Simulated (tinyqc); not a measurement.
Changing the width sigma of the defect charge: finite-size error of a charged defect in a periodic cell: Madelung and Makov-Payne terms. Computed by tinyqc, a small Python program. Command: `OMP_NUM_THREADS=1 python tinyqc.py 3028128 3028129 out.jsonl imagecharge sweep`. One thread of a shared host (Intel(R) Xeon(R) Processor @ 2.30GHz), about 0.06 s of CPU time with the checks.

L is the cube root of the cell volume. The defect charge is a Gaussian, rho(r) = q (2 pi sigma^2)^(-3/2) exp(-r^2/2 sigma^2), repeated periodically in a uniform neutralising background and screened by a continuum. The model cell energy is E(L) = E_0 + [periodic - isolated electrostatic energy].

Inputs (values chosen for the exercise, with screening close to that of diamond):
```
quantity,value,unit
charge q,1,e
cell length L,17,angstrom
dielectric constant eps,5.7,-
formation energy of the isolated defect E_0,1.229,eV
```

Supercell lattice: bcc. Screening: isotropic.

Constants: e^2/(4 pi eps_0) = 14.39964548 eV angstrom.

Method:
- Cell vectors: (-1,1,1), (1,-1,1), (1,1,-1), scaled to volume L^3.
- Ewald sum for a unit point charge: scale each Cartesian component of the cell by 1/sqrt(eps_i), giving R', G' and V'; E = [ (1/2) sum erfc(eta R')/R' + (2 pi/V') sum exp(-G'^2/4 eta^2)/G'^2 - eta/sqrt(pi) - pi/(2 V' eta^2) ] e^2/(4 pi eps_0) / sqrt(eps_x eps_y eps_z), over n_i = -6..6, omitting n = (0,0,0), eta = 2/V'^(1/3). alpha = -2 E eps_g L/(e^2/(4 pi eps_0)), eps_g = (eps_x eps_y eps_z)^(1/3).
- Periodic energy of the Gaussian: (2 pi q^2/V) sum_(G != 0) exp(-sigma^2 G^2)/(G.eps.G) x e^2/(4 pi eps_0), n_i = -k..k with k = max(9, L/sigma rounded up). Isolated energy: q^2/(2 sqrt(pi) sigma) <1/(n.eps.n)> e^2/(4 pi eps_0), the mean over directions n, here 1/eps.

One run for each value:
```
width sigma of the defect charge (angstrom),finite-size error (eV),isolated energy (eV),point-charge correction -q^2 E (eV)
0.70,-0.21303,1.0181,0.21462
1.10,-0.21071,0.6479,0.21462
1.40,-0.20828,0.5090,0.21462
1.80,-0.20415,0.3959,0.21462
2.20,-0.19898,0.3239,0.21462
2.80,-0.18929,0.2545,0.21462
3.50,-0.17514,0.2036,0.21462
```

Give the missing row, width sigma of the defect charge (angstrom) = 0.88.

Computed row; columns: (1) width sigma of the defect charge (angstrom); (2) finite-size error (eV); (3) isolated energy (eV); (4) point-charge correction -q^2 E (eV):
```
(1)        (2)     (3)      (4)
0.88  -0.21212  0.8098  0.21462
```

Interpolating between the two neighbouring rows (linearly) misses most in isolated energy (eV), by 5.1 %. Over the rows, finite-size error (eV) rises from -0.213 to -0.175 (exponent d ln y / d ln x -0.019 between the first rows and -0.35 between the last); isolated energy (eV) falls from 1.02 to 0.204 (exponent d ln y / d ln x about -1.00 throughout); point-charge correction -q^2 E (eV) does not change. The exponent of isolated energy stays at -1: the self-energy goes as 1/sigma. The true error shrinks from 99 % to 82 % of the point-charge term as the charge spreads: a delocalised charge needs less correction.
